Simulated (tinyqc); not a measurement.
Range and order of the fit: effective mass of the heavy-hole band from tabulated energies.

c = hbar^2/2m0. A uniform scatter of up to 0.1 meV has been added to mimic numerical noise.
Constants: hbar^2/2m0 = 3.80998211 eV angstrom^2.

Energies along [110], from the band edge downward:

| k (1/angstrom) | E (meV) |
|---|---|
| 0.000000 | 0.00000 |
| 0.014000 | 0.83720 |
| 0.028000 | 3.21550 |
| 0.042000 | 6.99520 |
| 0.056000 | 12.00550 |
| 0.070000 | 17.68820 |
| 0.084000 | 24.08090 |
| 0.098000 | 30.91400 |
| 0.112000 | 37.82530 |

reference mass (curvature of the model at k = 0.0001 1/angstrom) = 0.920525 m0

Least-squares fits of E = a k^2 (+ b k^4 + d k^6) over points 1 to n, and the line y = c k^2/E against E; errors of m against the reference.

Results:

| n | E at point n (meV) | one term (%) | two terms (%) | three terms (%) | line (%) | rms residual, one term (meV) |
|---|---|---|---|---|---|---|
| 3 | 7.0 | 3.71 | -2.02 | -4.70 | -3.64 | 0.065 |
| 4 | 12.0 | 6.86 | -0.67 | -2.66 | -3.01 | 0.145 |
| 5 | 17.7 | 11.71 | -1.26 | -0.54 | -3.12 | 0.371 |
| 6 | 24.1 | 16.96 | 0.08 | -2.14 | -3.21 | 0.648 |
| 7 | 30.9 | 22.66 | 1.87 | -2.02 | -3.30 | 1.007 |
| 8 | 37.8 | 29.07 | 3.51 | -0.92 | -3.60 | 1.496 |

The error of the parabola goes from +3.71 to +29.07 % as the range widens, and at n = 8 its residual, 1.50 meV, is only 4.0 % of the top energy: a small residual does not vouch for the mass. Over the full range (n = 8) the best form is three terms (0.92 %); the line errs by -3.64 % at n = 3 and -3.60 % at n = 8. Many terms on few points amplify the scatter: three terms err by -4.7 % at n = 3 but by -0.9 % at n = 8.

tinyqc: `OMP_NUM_THREADS=1 python tinyqc.py 1881052 1881053 out.jsonl`; about 0.01 s, one thread, shared Intel(R) Xeon(R) Processor @ 2.30GHz.
